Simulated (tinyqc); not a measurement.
Kinetics of strain relaxation and threading dislocations in mismatched semiconductor layers. Inputs raised by 10 %, one at a time. Computed by tinyqc, a small Python program. Command: `OMP_NUM_THREADS=1 python tinyqc.py 3024398 3024399 out.jsonl threading sens`. One thread of a shared host (Intel(R) Xeon(R) Processor @ 2.30GHz), about 0.01 s of CPU time with the checks.

60-degree dislocations on {111} planes of a (001) layer, isotropic elasticity. The Schmid factor is 1/sqrt(6), and a misfit segment relieves strain with b/2.

Inputs (values chosen for the exercise, modelled on Si(0.7)Ge(0.3) on Si):
```
quantity                                   value          unit
misfit f                                  0.0133             -
shear modulus G                             62.6           GPa
Poisson ratio nu                            0.27             -
Burgers vector b                            3.89      angstrom
glide activation energy Q                   1.93            eV
velocity prefactor v0                      23000   m/s per MPa
layer thickness h                             60            nm
anneal temperature T                         790             K
anneal time t                                490             s
initial thread density rho_0             2.4e+06        1/cm^2
multiplication constant delta               7800           1/m
grading rate (misfit per thickness) R_f    0.011  1/micrometre
growth temperature of the buffer T_g         931             K
growth rate R_g                             0.23          nm/s
```

Sources: fixed density of threads.

Constants: k_B = 8.617333262e-05 eV/K.

Method:
- Excess resolved stress tau = (1/sqrt 6) [2 G (1 + nu)/(1 - nu)] (e - e_eq), e_eq = b (1 - nu/4) [ln(h/b) + 1]/(4 pi (1 + nu) h), the Matthews-Blakeslee strain of an uncapped layer; glide velocity v = v0 tau exp(-Q/(k_B T)), tau in MPa.
- Threads run in two directions, so de/dt = -(b/4) rho v, with rho fixed. With x = e - e_eq, x0 = f - e_eq (fully strained at t = 0) and v = m S x (m the mobility, S x = tau): x = x0 exp(-t/t_r), t_r = 4/(b rho_0 m S).
- The half time is that at which x = x0/2.
- In steady grading, strain is fed at R_f R_g and relieved at (b/4) rho v. As a glide-limited estimate, the driving stress is taken as the mean stress of the strained top zone, whose depth z solves R_f z/2 = e_eq(z), with strain R_f z at the surface; tau_g = S R_f z/2 is its mean; then rho = 4 R_f R_g/(b m tau_g), m = v0 exp(-Q/(k_B T_g)), S = (1/sqrt 6) 2 G (1 + nu)/(1 - nu), e_eq(z) = b (1 - nu/4) [ln(z/b) + 1]/(4 pi (1 + nu) z).

Runs; columns: (1) input moved; (2) from; (3) to; (4) excess stress tau (MPa); (5) strain left e; (6) thread density of the buffer (1/cm^2); (7) initial velocity (micrometre/s):
```
(1)                                                         (2)      (3)     (4)       (5)         (6)     (7)
base run                                                      -        -  979.25  0.005812  3.7884e+04   10.97
glide activation energy Q (eV)                             1.93    2.123  979.25  0.012587  4.1998e+05    0.64
velocity prefactor v0 (m/s per MPa)                       23000    25300  979.25  0.005432  3.4440e+04   12.07
layer thickness h (nm)                                       60       66  994.83  0.005693  3.7884e+04   11.15
anneal temperature T (K)                                    790      869  979.25  0.002288  3.7884e+04  144.40
initial thread density rho_0 (1/cm^2)                   2400000  2640000  979.25  0.005432  3.7884e+04   10.97
grading rate (misfit per thickness) R_f (1/micrometre)    0.011   0.0121  979.25  0.005812  3.9878e+04   10.97
growth temperature of the buffer T_g (K)                    931   1024.1  979.25  0.005812  4.2528e+03   10.97
```

Exponents ln(y'/y) / ln(x'/x):
```
input                                    excess stress tau  strain left e  thread density of the buffer  initial velocity
glide activation energy Q                            0.000          8.108                        25.240           -29.745
velocity prefactor v0                                0.000         -0.709                        -1.000             1.000
layer thickness h                                    0.166         -0.217                         0.000             0.166
anneal temperature T                                 0.000         -9.783                         0.000            27.041
initial thread density rho_0                         0.000         -0.709                         0.000             0.000
grading rate (misfit per thickness) R_f              0.000          0.000                         0.538             0.000
growth temperature of the buffer T_g                 0.000          0.000                       -22.946             0.000
```

To which inputs is each result most sensitive?

Among the inputs moved here: excess stress tau answers most in size to layer thickness h (exponent +0.166); its exponent is below 0.0005 for glide activation energy Q, velocity prefactor v0, anneal temperature T, initial thread density rho_0, grading rate (misfit per thickness) R_f, growth temperature of the buffer T_g. Strain left e answers most in size to anneal temperature T (exponent -9.783), next to glide activation energy Q (+8.108); its exponent is below 0.0005 for grading rate (misfit per thickness) R_f, growth temperature of the buffer T_g. Thread density of the buffer answers most in size to glide activation energy Q (exponent +25.240), next to growth temperature of the buffer T_g (-22.946); its exponent is below 0.0005 for layer thickness h, anneal temperature T, initial thread density rho_0. Its exponent +0.538 in grading rate (misfit per thickness) R_f: the feed goes as R_f and the stress as its root, but for the logarithm. Initial velocity answers most in size to glide activation energy Q (exponent -29.745), next to anneal temperature T (+27.041); its exponent is below 0.0005 for initial thread density rho_0, grading rate (misfit per thickness) R_f, growth temperature of the buffer T_g.

Caution (all rows): blocking of threads by crossing misfit lines, left out here, leaves real layers with more strain. Caution (rows base run, velocity prefactor v0, layer thickness h, anneal temperature T, initial thread density rho_0, grading rate (misfit per thickness) R_f, growth temperature of the buffer T_g): real buffers seldom go below 1e5 /cm^2, as pile-ups and nucleation take over; this value is a lower bound.

Extremes, crossings and ranges named in words are read from the listed rows.
